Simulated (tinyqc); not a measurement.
# AlGaN/GaN HEMT with access regions, lumped model: effect of the gate voltage

A polarisation-induced electron sheet under a Schottky gate, in series with two ungated access regions and contacts. Drift law v = mu E/(1 + mu E/vs) under the gate. Currents in mA/mm, resistances in ohm mm. No self-heating, no channel-length modulation; fits for polarisation, barrier and offset are chosen for the exercise.

sigma = (5e13 x + 1.6e13 x^2) cm^-2, phiB = 0.84 + 1.3 x, dEc = 0.7 (1.71 x + x^2) in volts, Cb = eps0 eps_r/d, VT = phiB - dEc - q sigma/Cb, access density n0 = -Cb VT/q. Access resistance R(L, n) = L/(q mu n sqrt(1 - (I/(q n vs))^2)); Rs = Rc + R(Ls, n0), Rd = Rc + R(Ld, (1 - ft) n0). Vg' = Vg - I Rs, Vd' = Vd - I (Rs + Rd); with u = Vg' - VT, Vc = vs Lg/mu and w the smaller of Vd' and Vc [sqrt(1 + 2 u/Vc) - 1] (0 if negative), the channel gives (mu Cb/Lg)(u w - w^2/2)/(1 + w/Vc). I equals that channel current. Isat is I at Vd = 10 V, gm = dIsat/dVg, Ron the limit of Vd/I at small Vd.

Parameters, values chosen for the exercise; values close to those of AlGaN/GaN structures: aluminium share of the barrier x = 0.21; barrier thickness d = 12 nm; relative permittivity of barrier and channel eps_r = 9.2; channel mobility mu = 1200 cm^2/(V s); saturation velocity vs = 1.2e7 cm/s; gate length Lg = 1 um; source access length Ls = 1.5 um; drain access length Ld = 8 um; resistance of each contact Rc = 0.56 ohm mm; share of the drain-access electrons removed by traps ft = 0.

Constants: q = 1.602176634e-19 C, eps0 = 8.8541878128e-14 F/cm where lengths are in cm. Results are converted to the units shown.

The same in every row: VT (V) = -1.814; n0 (cm^-2) = 7.686e12.

Results:

| Vg (V) | Ron (ohm mm) | Isat (mA/mm) | gm (mS/mm) |
|---|---|---|---|
| -1.4 | 10.51 | 38.30 | 146.9 |
| -1 | 9.057 | 107.2 | 192.2 |
| -0.6 | 8.560 | 189.3 | 216.0 |
| -0.2 | 8.310 | 278.8 | 230.2 |
| 0.7 | 8.037 | 493.4 | 243.0 |
| 1.1 | 7.970 | 590.6 | 242.4 |
| 1.5 | 7.919 | 686.9 | 238.4 |

Estimate the missing row, Vg = 0.3 V.

Computed row:

| Vg (V) | Ron (ohm mm) | Isat (mA/mm) | gm (mS/mm) |
|---|---|---|---|
| 0.3 | 8.130 | 396.7 | 240.0 |

With this row back in the table: As Vg goes from -1.4 to 1.5 V, Ron falls from 10.5 to 7.92 ohm mm, Isat rises from 38.3 to 687 mA/mm and gm goes from 147 through a maximum of 243 (at Vg = 0.7 V among the rows listed) to 238 mS/mm. The ceiling Cb vs is 815 mS/mm. For Vg = 1.1 to 1.5 V the power passes 5 W/mm, where self-heating, left out here, lowers the current. For Vg = 1.1 to 1.5 V Vg comes within 0.2 V of phiB or passes it, so at low drain current, as for Ron, the Schottky gate would conduct.

Computed by the program tinyqc: `OMP_NUM_THREADS=1 python tinyqc.py 2570146 2570147 out.jsonl`, one thread of a shared Intel Xeon 2.30GHz, about 0.02 s for the whole run.
